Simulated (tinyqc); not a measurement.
# Changing the lattice temperature T

Model: two-valley model of the transferred-electron effect. Computed by tinyqc, a small Python program. Command: `OMP_NUM_THREADS=1 python tinyqc.py 3000519 3000520 out.jsonl gunn sweep`. One thread of a shared host (Intel(R) Xeon(R) Processor @ 2.30GHz), about 0.02 s of CPU time with the checks.

Both kinds of valley share one electron temperature T_e, and each has a constant mobility.

Inputs (values chosen for the exercise, modelled on GaAs):
```
quantity                       value        unit
central-valley mass m1         0.066         m_0
satellite-valley mass m2        0.23         m_0
satellite valleys Z                4           -
valley separation dE            0.29          eV
central-valley mobility mu1     7500  cm^2/(V s)
satellite-valley mobility mu2    200  cm^2/(V s)
energy relaxation time tau_E     1.2          ps
```

Solver: bisection.

Constants: k_B = 8.617333262e-05 eV/K.

Method. Density-of-states ratio R = Z (m2/m1)^(3/2); n2/n1 = R exp(-dE/(k_B T_e)); mean mobility mu = (mu1 + mu2 n2/n1)/(1 + n2/n1); energy balance e mu F^2 = (3/2) k_B (T_e - T)/tau_E; v = mu F. Using T_e as the parameter, F(T_e) = sqrt(3 k_B (T_e - T)/(2 e mu tau_E)) and v = mu F; find the first maximum and the next minimum of v, and the most negative dv/dF between them.

One run for each value; columns: (1) lattice temperature T (K); (2) peak velocity (1e7 cm/s); (3) threshold field (kV/cm); (4) peak-to-valley ratio; (5) most negative differential mobility (cm^2/(V s)):
```
(1)     (2)     (3)     (4)      (5)
77   2.0624  3.7317  1.1973  -681.39
110  2.0148  3.7377  1.1784  -619.02
140  1.9716  3.7512  1.1611  -562.75
200  1.8860  3.8078  1.1270  -452.27
270  1.7885  3.9427  1.0884  -328.71
370  1.6578  4.3600  1.0389  -167.55
```

What does the table show, and why?

Over the rows, peak velocity (1e7 cm/s) falls from 2.06 to 1.66 (exponent d ln y / d ln x -0.065 between the first rows and -0.24 between the last); threshold field (kV/cm) rises from 3.73 to 4.36 (exponent d ln y / d ln x 0.0045 between the first rows and 0.32 between the last); peak-to-valley ratio falls from 1.20 to 1.04 (exponent d ln y / d ln x -0.045 between the first rows and -0.15 between the last). The mobilities are held fixed, so T acts only through T_e - T in the energy balance: a hotter lattice reaches the transfer temperature with less power, and v^2 = (3/2) mu k_B (T_e - T)/(e tau_E) is lower there. Left out: 510, 700 (no negative differential mobility).

Extremes, crossings and ranges named in words are read from the listed rows.
